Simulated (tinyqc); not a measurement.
Effective charge: two electrons on one impurity (helium-like model).

Units Ha* = 2 Ry m/eps^2 and a* = a0 eps/m. One electron is bound by Z^2/2. Two electrons in the singlet built from exp(-a r) and exp(-b r): S = 8 (ab)^(3/2)/(a + b)^3, h_aa = a^2/2 - Z a, h_bb alike, h_ab = S (ab/2 - Z (a + b)/2), J = ab (a^2 + 3ab + b^2)/(a + b)^3, K = 20 (ab)^3/(a + b)^5, E = (h_aa + h_bb + 2 S h_ab + J + K)/(1 + S^2). For a = b this is a^2 - 2 Z a + 5a/8. Real double donors are deeper, since the central cell is left out.

Inputs chosen for the exercise (out of a larger set: near those of impurities in Si; not measured data): m = 0.319 m0 (one mean mass); eps = 11.4 (dielectric constant); Zs = (0.98, 1.07, 1.29, 1.52, 2.06, 2.72, 3.38) (charges).

Ha* = 66.7931 meV

Binding of the first electron, of the second (-E - Z^2/2) with equal and with unequal orbitals, and U, the first less the second (unequal).

Results (meV):

| Z | first | second, equal | second, unequal | a/b | U | U/(Z Ha*) |
|---|---|---|---|---|---|---|
| 0.98 | 32.1 | -2.31 | 0.48 | 3.92 | 31.6 | 0.483 |
| 1.07 | 38.2 | 0.09 | 2.61 | 3.13 | 35.6 | 0.499 |
| 1.29 | 55.6 | 8.25 | 10.44 | 2.44 | 45.1 | 0.524 |
| 1.52 | 77.2 | 20.23 | 22.26 | 2.14 | 54.9 | 0.541 |
| 2.06 | 141.7 | 62.25 | 64.11 | 1.81 | 77.6 | 0.564 |
| 2.72 | 247.1 | 140.06 | 141.82 | 1.63 | 105.3 | 0.579 |
| 3.38 | 381.5 | 246.96 | 248.68 | 1.53 | 132.9 | 0.588 |

What can be read from this table?

Equal orbitals bind a second electron only above Z = (5/16)/(1 - 1/sqrt2) = 1.067; unequal ones do so in 7 of the 7 rows. Their gain is 2.79 meV in the first row and 1.72 in the last, while the second binding grows to 249 meV, so the gain decides the matter only near Z = 1. U grows almost linearly with Z: U/(Z Ha*) goes from 0.483 to 0.588, towards 5/8, while the first binding grows as Z^2. Angular correlation is left out: at Z = 1 this function binds the second electron by 0.0133 Ha*, half the exact 0.0278.

Computed by tinyqc, a small Python program: `OMP_NUM_THREADS=1 python tinyqc.py 1251803 1251804 out.jsonl` (the numbers bound the seed that draws the inputs); one thread of a shared host (Intel(R) Xeon(R) Processor @ 2.30GHz), about 0.03 s for the whole set of steps.
